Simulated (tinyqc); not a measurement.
Undoped gate-all-around wire MOSFET, analytic charge model: two steps of the calculation.

An undoped round wire of radius R under an insulator shell and a surrounding gate; long channel, electrons only, n = ni exp((psi - V)/Vt) with V the quasi-Fermi potential (0 at the source, Vd at the drain), constant mobility, no quantisation. The radial Poisson equation gives n(r) = n(0)/(1 - (1 - b) r^2/R^2)^2 with b = Q0/(Q + Q0). Q is the electron charge per area of the wire surface.

Parameters, values chosen for the exercise; material values those of a made-up semiconductor:

| symbol | value | unit | meaning |
|---|---|---|---|
| T | 293 | K | temperature |
| R | 8 | nm | wire radius |
| mu | 200 | cm^2/(V s) | channel mobility |
| L | 2 | um | gate length |
| Vg | 0.54 | V | gate voltage |
| Vd | 0.05 | V | drain voltage |

Constants: q = 1.602176634e-19 C, kB = 1.380649e-23 J/K, Vt = kB T/q. Results are converted to the units shown.

Question 1. Charge at the source by Newton steps in y = ln(Q/Q0). With V = 0 and Q = Q0 exp(y): f = Q/Cox + Vt y + Vt ln(1 + Q/Q0) - (Vg - V0); df/dy = Q/Cox + Vt (1 + Q/(Q + Q0)); y(new) = y - f/(df/dy).

y after iteration 1 = 1.8818902
Cox = 1.6488811 uF/cm^2
Q0 = 169.90370 nC/cm^2
V0 = 0.68684948 V

Wanted: Q; f; df/dy; y after iteration 2.

Answer 1.

Q = 1115.6 nC/cm^2
f = 0.92202 V
df/dy = 0.72372 V
y after iteration 2 = 0.60789

Question 2. Drain current and line charge. Q solves Vg - V0 - V = Q/Cox + Vt ln(Q/Q0) + Vt ln(1 + Q/Q0). I = mu (2 pi R/L)[2 Vt (Qs - Qd) + (Qs^2 - Qd^2)/(2 Cox) + Vt Q0 ln((Qd + Q0)/(Qs + Q0))], with Qs at V = 0 and Qd at V = Vd. Electrons per length at the source: 2 pi R Qs/q; surface over centre density: (1 + Qs/Q0)^2.

Qs = 0.49868635 nC/cm^2
Qd = 0.069721474 nC/cm^2
Cox = 1.6488811 uF/cm^2
Q0 = 169.90370 nC/cm^2

Find: first term; second term; third term; I; electrons per length; surface over centre density.

Answer 2.

first term = 1.089e-4 uA
second term = 3.716e-7 uA
third term = -5.435e-5 uA
I = 5.490e-5 uA
electrons per length = 0.001565 1/nm
surface over centre density = 1.006

The square-law term makes up 0.677 % of the current. Below threshold the third term cancels half of the first, leaving the diffusion current Vt (Qs - Qd).

Numbers from tinyqc (`OMP_NUM_THREADS=1 python tinyqc.py 2460143 2460144 out.jsonl`; about 0.04 s on one thread of a shared Intel Xeon 2.30GHz).
